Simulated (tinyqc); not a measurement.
Configuration-coordinate model of a defect: Huang-Rhys factor and luminescence line shape: one step, computed by the program tinyqc.

Ground state E_g(Q) = (1/2) omega_g^2 Q^2; excited state E_e(Q) = E_0 + (1/2) omega_e^2 (Q - dQ)^2 with E_0 = E_ZPL - (hbar omega_e - hbar omega_g)/2. Q is mass-weighted; the dipole does not depend on Q (Condon approximation).

Task: Huang-Rhys factors and vertical energies. S = hbar omega dQ^2/(2 hbar^2/u) for each state; relaxation energy S hbar omega; absorption at E_0 + S_e hbar omega_e, emission at E_0 - S_g hbar omega_g; the Stokes shift is their difference.

Inputs (values chosen for the exercise, for a model defect in a wide-gap host):

| quantity | value | unit |
|---|---|---|
| zero-phonon energy E_ZPL | 1.67 | eV |
| displacement dQ | 2.89 | u^(1/2) angstrom |
| ground-state phonon hbar omega_g | 14.4 | meV |
| excited-state phonon hbar omega_e | 10.8 | meV |

Modes: different frequencies.

Constants: hbar^2/u = 4.18015928e-03 eV angstrom^2.

Give: S_g; S_e; relaxation energy, ground state; relaxation energy, excited state; vertical absorption energy; vertical emission energy; Stokes shift.

Result:

S_g = 14.39

S_e = 10.79

relaxation energy, ground state = 0.2072 eV

relaxation energy, excited state = 0.1165 eV

vertical absorption energy = 1.788 eV

vertical emission energy = 1.465 eV

Stokes shift = 0.3237 eV

The coupling is strong: a broad band, with almost no zero-phonon line.
